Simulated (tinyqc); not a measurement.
From results back to parameters: statistics of electrons in three, two and one dimensions. Three cases, with inputs chosen for the exercise.

Problem. A sheet with one subband has n2 = (2/lambda^2) ln(1 + exp(eta)).

One band edge at E = 0, lambda = sqrt(4 pi c/(m1 kT)) with c = hbar^2/2m0. Densities with spin: n3 = (2/lambda^3) F_1/2(eta), n2 = (2/lambda^2) F_0(eta) with F_0 = ln(1 + exp(eta)), n1 = (2/lambda) F_-1/2(eta). F_j(eta) = (1/Gamma(j + 1)) integral_0^infinity x^j dx/(1 + exp(x - eta)), which tends to exp(eta) for eta << 0.

Constants: hbar^2/2m0 = 3.80998211 eV angstrom^2; kB = 8.617333262e-05 eV/K.

Case 1.

Values chosen (out of a larger set: near those of Ge, lowest valleys alone; not measured data): m1 = 0.0777 m0 (mass of one isotropic band with spin); T = 300 K.

n2 = 4.76057e+12 1/cm^2

Case 2.

Values chosen (out of a larger set: near those of Si, lowest valleys alone; not measured data): m1 = 0.185 m0 (mass of one isotropic band with spin); T = 365 K.

n2 = 9.19545e+12 1/cm^2

Case 3.

Values chosen (out of a larger set: near those of GaN, lowest valleys alone; not measured data): m1 = 0.206 m0 (mass of one isotropic band with spin); T = 195 K.

n2 = 6.48013e+12 1/cm^2

Find: n2 lambda^2/2; eta; EF above the subband edge.

Solution. eta = ln(exp(n2 lambda^2/2) - 1), with n2 in 1/angstrom^2.

Case 1.

n2 lambda^2/2 = 5.6734
eta = 5.670
EF above the subband edge = 146.58 meV

Case 2.

n2 lambda^2/2 = 3.7830
eta = 3.760
EF above the subband edge = 118.26 meV

Case 3.

n2 lambda^2/2 = 4.4814
eta = 4.470
EF above the subband edge = 75.11 meV

Computed by tinyqc, one run a case: `OMP_NUM_THREADS=1 python tinyqc.py N N+1 out.jsonl` with N = 1650189, 1650259, 1650311; one thread of a shared Intel(R) Xeon(R) Processor @ 2.30GHz, about 0.02 s a run at most.
